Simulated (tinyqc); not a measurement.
From results back to parameters: exciton in an atomically thin sheet (Rytova-Keldysh potential). Two cases, with inputs chosen for the exercise.

Problem. The spacing of the 1s and 2s lines was computed from a hidden kap.

Relative motion in the plane with V(k) = -2 pi q/(k (kap + r0 k)), q = e^2/(4 pi eps0), c = hbar^2/2m0. Normalised Gaussians exp(-a_i r^2): with A = a_i + a_j, S_ij = 2 sqrt(a_i a_j)/A, T_ij = (4c/mu)(a_i a_j/A) S_ij, V_ij = -q S_ij times the integral over k from 0 to infinity of exp(-k^2/4A)/(kap + r0 k).

Converged values use 20 Gaussians with exponents 2^i/b^2, i = -11 to 8, b the larger of a0 kap/(2 mu) and sqrt(a0 r0/mu), a0 = 0.5291772 angstrom; p states use r exp(i theta) exp(-a r^2).

Constants: hbar^2/2m0 = 3.80998211 eV angstrom^2; e^2/(4 pi eps0) = 14.39964547 eV angstrom.

Case 1.

Values chosen (out of a larger set: near those of a MoS2 monolayer; not measured data): r0 = 44.1 angstrom (screening length of the sheet).

mu = 0.24860 m0
2s - 1s = 137.16 meV

Case 2.

Values chosen (out of a larger set: near those of a MoSe2 monolayer; not measured data): r0 = 54.8 angstrom (screening length of the sheet).

mu = 0.29582 m0
2s - 1s = 127.52 meV

Find: kap; 1s binding.

Solution. The spacing falls steadily as kap grows, so bisection on kap finds one value; the binding follows from the same solution.

Case 1.

kap = 4.50
1s binding = 181 meV

Case 2.

kap = 4.50
1s binding = 175 meV

Computed by tinyqc, one run a case: `OMP_NUM_THREADS=1 python tinyqc.py N N+1 out.jsonl` with N = 1281147, 1281174; one thread of a shared Intel(R) Xeon(R) Processor @ 2.30GHz, about 0.03 s a run at most.
